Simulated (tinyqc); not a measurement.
Inside a calculation. Model: bandgap voltage reference from two bipolar transistors.

tinyqc, about 0.03 s, one thread, Intel Xeon 2.30GHz (shared host): `OMP_NUM_THREADS=1 python tinyqc.py 2062141 2062142 out.jsonl` Printed values are rounded.

Two transistors of area 1 and N carry the same current I. Is(T) = Is (T/T0)^eta exp[(Vg0 q/kB)(1/T0 - 1/T)], VBE1 = Vt ln(I/Is(T)) + I rb, VBE2 = Vt ln(I/(N Is(T))) + I rb/N. The amplifier forces I R1(T) = VBE1 - VBE2 + Vos, with R(T) = R (1 + tc (T - T0)) for both resistors, and the output is Vref = VBE1 + I R2(T). Base currents and the Early effect are neglected.

Parameters, values chosen for the exercise; values of the order met in silicon bipolar transistors: reference temperature T0 = 300 K; band-gap voltage extrapolated to 0 K Vg0 = 1.146 V; temperature exponent of the saturation current eta = 3.3; saturation current of the unit transistor at T0 Is = 9.7e-17 A; area ratio of the second transistor N = 15; resistor across which the difference of VBE falls, at T0 R1 = 4.2 kohm; temperature coefficient of both resistors tc = 0 ppm/K; offset of the amplifier Vos = 0 mV; series resistance of the unit transistor rb = 79 ohm; output resistor at T0 R2 = 31.05 kohm; temperature T = 253 K.

Constants: q = 1.602176634e-19 C, kB = 1.380649e-23 J/K. Results are converted to the units shown.

## Operating point at the reference temperature

Vt = kB T/q; I = (Vt ln N + Vos)/(R1(T) - rb (1 - 1/N)). Evaluate at T = T0.

Vt = 0.0258520 V
I = 16.9666 uA
Is(T) = 9.7e-17 A
VBE1 = 0.670585 V
I R2 = 0.526811 V
Vref = 1.19740 V

## Operating point at another temperature

Vt = kB T/q; I = (Vt ln N + Vos)/(R1(T) - rb (1 - 1/N)).

Vt = 0.0218019 V
I = 14.3085 uA
Is(T) = 1.46595e-20 A
VBE1 = 0.753611 V
I R2 = 0.444278 V
Vref = 1.19789 V

From T0 to T, VBE1 changes by 83.0 mV and I R2 by -82.5 mV, which leaves 0.492 mV in Vref.

## Resistor for zero slope at T0, ideal case

With tc = 0, Vos = 0 and rb = 0 the current is proportional to T, dVBE/dT = (VBE - Vg0 - (eta - 1) Vt)/T, and Vref has zero slope at T0 when Vref = Vg0 + (eta - 1) Vt0. Find VBE1, its slope, that Vref, R2/R1 and the curvature d2Vref/dT2 = -(eta - 1) kB/(q T0).

VBE1 = 0.668787 V
dVBE/dT = -1.78891 mV/K
Vref = 1.20546 V
R2/R1 = 7.66582
curvature = -0.660662 uV/K^2
